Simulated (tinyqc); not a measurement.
Four-point probe, van der Pauw, Hall and spreading-resistance readings of a semiconductor layer. From one set of inputs to another, one input at a time. Computed by tinyqc, a small Python program. Command: `OMP_NUM_THREADS=1 python tinyqc.py 3112923 3112924 out.jsonl probe ladder`. One thread of a shared host (Intel(R) Xeon(R) Processor @ 2.30GHz), about 0.01 s of CPU time with the checks.

The layer is uniform and ohmic; contacts are points unless a radius is given.

The inputs printed are set A. Set A is modelled on n-type silicon; the values taken over come from a set modelled on p-type silicon. Inputs not listed in the table keep their values of set A, so the rows need not describe a real material.

Inputs (values chosen for the exercise, modelled on n-type silicon):
```
quantity             value        unit
carrier density n  1.4e+16      1/cm^3
drift mobility mu     1230  cm^2/(V s)
layer thickness t      990  micrometre
probe spacing s      1.588          mm
current I              0.8          mA
magnetic field B       1.2           T
Hall factor r_H        1.1           -
```

Backing of the layer: insulating.

Constants: e = 1.602176634e-19 C.

Method:
- rho = 1/(e n mu); R_s = rho/t.
- Collinear probes with equal spacing on a layer with insulating backing: images at depth 2 m t give V = (rho I/(2 pi s)) G, G = 1 + 4 sum_(m>=1) [1/sqrt(1 + (2 m u)^2) - 1/sqrt(4 + (2 m u)^2)], u = t/s; the sum runs to m = 20000, with the tail 3/(32 u^3 M^2) added to the sum for M = 20000.
- Limits: thick, rho = 2 pi s V/I; thin on an insulator, rho = (pi/ln 2) t V/I.
- V_H = r_H I B/(e n t); apparent density n/r_H; Hall mobility r_H mu; Hall angle tan = r_H mu B (SI).

Each row keeps all changes above it:
```
input moved                        from       to  sheet resistance R_s (ohm/square)  rho by the thin formula (ohm cm)  Hall voltage (mV)
set A                                 -        -                         3.6612e+00                             0.366         4.7554e-01
current I (mA)                      0.8        1                         3.6612e+00                             0.366         5.9443e-01
probe spacing s (mm)              1.588        1                         3.6612e+00                             0.392         5.9443e-01
carrier density n (1/cm^3)      1.4e+16  4.6e+14                         1.1143e+02                            11.938         1.8091e+01
magnetic field B (T)                1.2     0.55                         1.1143e+02                            11.938         8.2919e+00
drift mobility mu (cm^2/(V s))     1230      476                         2.8793e+02                            30.848         8.2919e+00
layer thickness t (micrometre)      990       21                         1.3574e+04                            28.505         3.9090e+02
```

Which inputs carry the difference?

Sheet resistance R_s goes from 3.66 to 13600, a factor 3710 in all. The largest single move comes from layer thickness t (a factor 47.1). rho by the thin formula goes from 0.366 to 28.5, a factor 77.9 in all. The largest single move comes from carrier density n (a factor 30.4). Hall voltage goes from 0.476 to 391, a factor 822 in all. The largest single move comes from layer thickness t (a factor 47.1), and magnetic field B works against it (a factor 0.458). The single moves hold for this order of the switches; the total does not depend on the order.

Caution (rows layer thickness t): at such a voltage heating and injection at the probes disturb real readings; a smaller current would be used.

Extremes, crossings and ranges named in words are read from the listed rows.
